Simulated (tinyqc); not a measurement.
First phase against the interface composition: thermodynamics of metal silicides: hull, first phase, silicon consumed, nucleation and stability against SiO2. Computed by tinyqc, a small Python program. Command: `OMP_NUM_THREADS=1 python tinyqc.py 3024065 3024066 out.jsonl silphase walk`. One thread of a shared host (Intel(R) Xeon(R) Processor @ 2.30GHz), about 0.01 s of CPU time with the checks.

Entropies of formation of the solids are neglected, so heats stand for free energies. Si fractions: M2Si 0.3333, MSi 0.5000, MSi2 0.6667.

Inputs (values chosen for the exercise, of the order of those of cobalt silicides for heats and volumes only): heat of formation of M2Si = -37.8 kJ/mol atoms; heat of formation of MSi = -47.6 kJ/mol atoms; heat of formation of MSi2 = -32.4 kJ/mol atoms.

Phases: M2Si, MSi, MSi2.

Method. Effective heat of formation: at the interface the mixture has the Si fraction x_e; the limiting element scales the heat, H_eff = H x_e/x if x_e < x, H (1 - x_e)/(1 - x) otherwise. The rule names the most negative as the first phase; its restriction to congruently melting phases is left out here.

H_eff (kJ/mol atoms):
```
x_e      M2Si      MSi     MSi2  first phase
0.10  -11.340   -9.520   -4.860         M2Si
0.20  -22.680  -19.040   -9.720         M2Si
0.30  -34.020  -28.560  -14.580         M2Si
0.36  -36.288  -34.272  -17.496         M2Si
0.42  -32.886  -39.984  -20.412          MSi
0.48  -29.484  -45.696  -23.328          MSi
0.54  -26.082  -43.792  -26.244          MSi
0.60  -22.680  -38.080  -29.160          MSi
0.66  -19.278  -32.368  -32.076          MSi
0.75  -14.175  -23.800  -24.300         MSi2
```

What does the comparison show, and why?

Each phase is a triangle with its apex at its own composition. In order of x_e the first phase is M2Si, then MSi, then MSi2. On either side of all three the ranking is that of H/x (Si-poor) or H/(1 - x) (Si-rich).
